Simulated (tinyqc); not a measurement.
Holstein polaron on two sites: one step, computed by the program tinyqc. Command: `OMP_NUM_THREADS=1 python tinyqc.py 3012244 3012245 out.jsonl holstein walk`. One thread of a shared host (Intel(R) Xeon(R) Processor @ 2.30GHz), about 0.01 s of CPU time with the checks.

One electron on sites 1 and 2: H = -t (c1+ c2 + c2+ c1) + hbar omega sum_i b_i+ b_i - g hbar omega sum_i n_i (b_i + b_i+). The symmetric phonon shifts the energy by -g^2 hbar omega/2 and drops out; with b = (b_1 - b_2)/sqrt(2) there remains H = -t sigma_x + hbar omega b+ b - (g hbar omega/sqrt(2)) sigma_z (b + b+). Parity splits it into blocks p = +1 and -1 over phonon numbers n. Zero-point energies are left out. Weights Z refer to mode b alone; the displaced symmetric mode multiplies the full zero-phonon weight by exp(-g^2/2).

Task: The even block in a small basis. Block p: H_nn = n hbar omega - p t (-1)^n - g^2 hbar omega/2, H_(n,n+1) = -(g hbar omega/sqrt(2)) sqrt(n + 1). Take p = +1 and n = 0..N-1.

Inputs (values chosen for the exercise, for a model dimer):

| quantity | value | unit |
|---|---|---|
| hopping t | 11 | meV |
| phonon energy hbar omega | 134 | meV |
| coupling g | 0.246 | - |
| phonon levels kept N | 4 | - |

Give: H, even block.

Result:

H, even block (meV):
```
       1      2      3      4
1  -15.1  -23.3    0.0    0.0
2  -23.3  140.9  -33.0    0.0
3    0.0  -33.0  252.9  -40.4
4    0.0    0.0  -40.4  408.9
```
